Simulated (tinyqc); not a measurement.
Inside a calculation: heavy doping: gap narrowing, degeneracy and the minority density. Values are carried at full precision from step to step, so a last printed digit may differ when a step is redone from the rounded ones.

Empirical narrowing (Slotboom form, constants chosen for the exercise; published fits of this form give the apparent narrowing, here it is taken as the true one): dEg = E0 [ln(N/N0) + sqrt(ln(N/N0)^2 + C)].

Constants: kB = 8.617333262e-05 eV/K; e^2/(4 pi eps0) = 14.39964547 eV angstrom.

Parameters, chosen for this exercise (gap and densities of states near those of Si at this temperature; narrowing constants near the fits for Si; not measured data): N = 2.1e+18 1/cm^3 (ionised acceptors, equal to the majority density); E0 = 6.84 meV (narrowing scale); N0 = 1.4e+17 1/cm^3 (onset density); C = 0.5 (smoothing constant); Nv = 8.71e+18 1/cm^3 (valence-band density of states); Eg = 1.134 eV (gap); Nc = 2.09e+19 1/cm^3 (conduction-band density of states); T = 250 K; eps = 11.8 (dielectric constant); Mv = 1 (majority valleys).

## Gap narrowing

Evaluate at N.

ln(N/N0) = 2.7081
dEg (empirical fit) = 37.67 meV

Well above N0 each decade of doping adds 2 E0 ln 10 = 31.5 meV.

## Degeneracy of the majority band

F_j(eta) = (1/Gamma(j + 1)) integral_0^infinity x^j dx/(1 + exp(x - eta)), which tends to exp(eta) for eta << 0.

Majority: N = Nv F_1/2(eta), eta the distance of EF beyond the majority band edge in kT. Degeneracy factor gam = F_1/2(eta)/exp(eta). ni0^2 = Nc Nv exp(-Eg/kT); product n p = ni0^2 gam exp(dEg/kT), dEg the true narrowing; apparent narrowing dEa = dEg + kT ln gam; minority density = n p/N.

Solve for eta and form gam.

N/Nv = 0.2411
eta = -1.3376
gam = 0.9186

## Product and minority density

Combine both effects.

ni0 = 5.01e+07 1/cm^3
exp(dEg/kT) = 5.75
dEa = 35.8 meV
sqrt(n p) = 1.15e+08 1/cm^3
minority density = 0.00631 1/cm^3

Narrowing multiplies the product by 5.75 and degeneracy by 0.919; together they change the minority density by a factor 5.28 against ni0^2/N.

## Two estimates of the size

Two physical estimates, e2 = e^2/(4 pi eps0), N in 1/angstrom^3: exchange shift at the Fermi level, Ex = (e2/eps) kF/pi with kF = (3 pi^2 N/Mv)^(1/3); screened-pair energy (Lanyon-Tuft), Es = (3/4)(e2/eps) qs with qs^2 = (4 pi e2 N/(eps kT)) F_-1/2(eta)/F_1/2(eta).

Evaluate both at N.

kF = 0.03962 1/angstrom
Ex = 15.39 meV
Es = 33.98 meV

Against the fitted dEg = 37.7 meV, Ex is 0.41 and Es 0.90 times as large; each keeps one mechanism only, and Ex assumes a strongly degenerate gas, while here eta is only -1.34.

## Checks

- Minority density against the Boltzmann occupation of the other band at the narrowed gap (1/cm^3): both 0.006309.

Run: tinyqc, `OMP_NUM_THREADS=1 python tinyqc.py 1680784 1680785 out.jsonl`; Intel(R) Xeon(R) Processor @ 2.30GHz, one thread, shared host; about 0.02 s of CPU time with all checks.
